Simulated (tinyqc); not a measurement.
What moves lifetime and leakage: Shockley-Read-Hall recombination through one deep level.

One level at Et with degeneracy 1: tn = 1/(sn vth Nt), tp = 1/(sp_ vth Nt), n1 = Nc exp((Et - Eg)/kT), p1 = Nv exp(-Et/kT), ni^2 = n1 p1. Equilibrium p0 = Nm, n0 = ni^2/Nm; n = n0 + dn, p = p0 + dn. U = (n p - ni^2)/(tp (n + n1) + tn (p + p1)), lifetime dn/U; emission rates en = sn vth n1, ep = sp_ vth p1.

Constants: kB = 8.617333262e-05 eV/K.

Inputs chosen for the exercise (gap and densities of states near those of GaN at this temperature; shifted at random, so the results belong to these values and not to a real crystal):
- Eg = 3.409 eV (gap)
- Nc = 2.16e+18 1/cm^3 (conduction-band density of states)
- Nv = 4.6e+19 1/cm^3 (valence-band density of states)
- T = 300 K
- Et = 1.304 eV (recombination level above Ev)
- Nt = 1.3e+16 1/cm^3 (defects)
- sn = 1.7e-16 cm^2 (electron capture cross-section)
- sp_ = 9.1e-16 cm^2 (hole capture cross-section)
- vth = 12000000 cm/s (thermal velocity, both carriers)
- Nm = 1.3e+17 1/cm^3 (equilibrium holes for the lifetime steps)
- dn = 7.1e+13 1/cm^3 (excess pairs)

G = Nt en ep/(en + ep).

One parameter was then changed.

Results before and after:
```
case     lifetime (microsecond)  G (1/(cm^3 s))
base                    0.03771        2.49e-10
changed                 0.01886        4.97e-10
```

Which of these changes was made? (a) Nt = 6.5e+15 1/cm^3; (b) sn = 3.4e-16 cm^2; (c) sp_ = 1.82e-15 cm^2; (d) Et = 1.344 eV; (e) Nm = 3.9e+17 1/cm^3; (f) dn = 2.13e+14 1/cm^3.

Answer: (b) sn = 3.4e-16 cm^2. Of the candidates, run in turn, only this one gives the changed row.

All candidates:
```
case                  lifetime (microsecond)  G (1/(cm^3 s))
base                                 0.03771        2.49e-10
Et = 1.344 eV                        0.03771        1.17e-09
sn = 3.4e-16 cm^2                    0.01886        4.97e-10
sp_ = 1.82e-15 cm^2                  0.03771        2.49e-10
Nt = 6.5e+15 1/cm^3                  0.07542        1.24e-10
Nm = 3.9e+17 1/cm^3                  0.03771        2.49e-10
dn = 2.13e+14 1/cm^3                 0.03772        2.49e-10
```

(tinyqc, `OMP_NUM_THREADS=1 python tinyqc.py 1680934 1680935 out.jsonl`, Intel(R) Xeon(R) Processor @ 2.30GHz, 1 thread, shared host, about 0.01 s.)
